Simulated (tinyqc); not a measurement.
Koster-Slater impurity in a tight-binding band, by Green functions and by supercells: one step, computed by the program tinyqc. Command: `OMP_NUM_THREADS=1 python tinyqc.py 3024869 3024870 out.jsonl kosterslater walk`. One thread of a shared host (Intel(R) Xeon(R) Processor @ 2.30GHz), about 0.02 s of CPU time with the checks.

One orbital per site, e(k) = -2 t sum cos(k_i) over 1 direction(s), band from -2 t to 2 t, lattice constant 1. One site has the extra energy U. Spin is left out.

Problem. Scattering. T = U/(1 - U G0); phase shift delta = -arg(1 - U G0) in (-pi, pi]; host density of states -Im G0/pi; on the impurity -Im[G0/(1 - U G0)]/pi; lifetime of a band state hbar/(-2 c Im T).

Inputs (values chosen for the exercise, for a model band): impurity potential U = -0.723 eV; impurity concentration c = 0.002 per site.

Lattice: chain.

G0(E + i eta) = -0.0020338-0.3146521i 1/eV

Constants: hbar = 6.582119569e-16 eV s.

Give: T matrix; phase shift delta; host density of states; density of states on the impurity; scattering lifetime.

Solution.

T matrix = -0.6883-0.1568i eV

phase shift delta = 0.2240 rad

host density of states = 0.1002 1/eV

density of states on the impurity = 0.09550 1/eV

scattering lifetime = 1049 fs

The Born approximation would take Im T = U^2 Im G0 = -0.164 eV, 1.05 times the full value.
